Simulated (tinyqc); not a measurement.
# Changing the anneal time t

Model: hydrogen passivation of interface dangling bonds: competing passivation and dissociation with distributed barriers. Computed by tinyqc, a small Python program. Command: `OMP_NUM_THREADS=1 python tinyqc.py 3020198 3020199 out.jsonl passiv sweep`. One thread of a shared host (Intel(R) Xeon(R) Processor @ 2.30GHz), about 0.1 s of CPU time with the checks.

P_b + H2 gives P_bH + H at the rate k_f [H2]; P_bH gives P_b + H at the rate k_d. All defects start unpassivated. E_f and E_d are Gaussian and independent.

Inputs (values chosen for the exercise, close to those used for P_b centres at the silicon-oxide interface):

| quantity | value | unit |
|---|---|---|
| defect density N0 | 5.8e+11 | 1/cm^2 |
| passivation prefactor k_f0 | 1.8e-07 | cm^3/s |
| mean passivation barrier E_f | 1.67 | eV |
| spread sigma_f | 0.032 | eV |
| dissociation prefactor k_d0 | 1.6e+12 | 1/s |
| mean dissociation barrier E_d | 2.86 | eV |
| spread sigma_d | 0.063 | eV |
| H2 in the oxide per atm, solubility factor | 3.1e+17 | 1/(cm^3 atm) |
| hydrogen pressure p | 0.1 | atm |
| anneal temperature T | 375 | C |
| oxide thickness | 10 | nm |

Constants: k_B = 8.617333262e-05 eV/K; e = 1.602176634e-19 C; eps_0 = 8.8541878128e-12 F/m.

Method:
- [H2] = solubility factor x p; a = k_f0 [H2] exp(-E_f/(k_B T)), d = k_d0 exp(-E_d/(k_B T)). For one pair of barriers the active share is y = [d + a exp(-(a + d) t)]/(a + d).
- Temperatures in kelvin are T(C) + 273.15.
- Average y over both Gaussians with 40 x 40 Gauss-Hermite points.
- Active density N0 y; threshold shift if each active defect holds one charge, e N0 y t_ox/(3.9 eps_0).
- Minimise the averaged y over T between 150 and 900 C: find where ln y is equal at T - 0.05 and T + 0.05 C; T is rounded to 0.1 C.

One run for each value:

| anneal time t (s) | active share y | active share, single barriers | best temperature (C) | least active share |
|---|---|---|---|---|
| 1.00e+00 | 9.993e-01 | 9.994e-01 | 716.6 | 3.853e-04 |
| 1.00e+01 | 9.932e-01 | 9.942e-01 | 624.8 | 9.916e-05 |
| 1.00e+02 | 9.351e-01 | 9.439e-01 | 548.7 | 2.580e-05 |
| 1.00e+03 | 5.437e-01 | 5.615e-01 | 484.6 | 6.793e-06 |
| 1.00e+04 | 2.085e-02 | 3.114e-03 | 430.0 | 1.811e-06 |
| 1.00e+05 | 9.493e-07 | 1.601e-07 | 383.0 | 4.892e-07 |
| 1.00e+06 | 3.565e-07 | 1.601e-07 | 342.0 | 1.338e-07 |

Over the rows, active share y falls from 0.999 to 3.56e-7 (exponent d ln y / d ln x -0.0027 between the first rows and -0.43 between the last); active share, single barriers falls from 0.999 to 1.60e-7, flat over part of the range; best temperature (C) falls from 717 to 342 (exponent d ln y / d ln x -0.060 between the first rows and -0.049 between the last). At the low end the exponent of active share y is 0.00, close to 0: little has reacted yet. The spread turns a single exponential into a slower, stretched decay. Longer anneals allow a colder optimum with a lower floor.

Caution (all rows): a least active share below 1e-3 is a property of the model; measured passivation levels off well above it. Caution (all rows): atomic hydrogen, which both passivates and depassivates, and further passivation during cooling are left out. Caution (rows 100000, 1.00e6): single-barrier shares below about 1e-3 are formal; measured passivation levels off well above them. Caution (rows 100000, 1.00e6): densities below a few 1e9 per cm^2 are formal: other defects set the floor in real interfaces.

Extremes, crossings and ranges named in words are read from the listed rows.
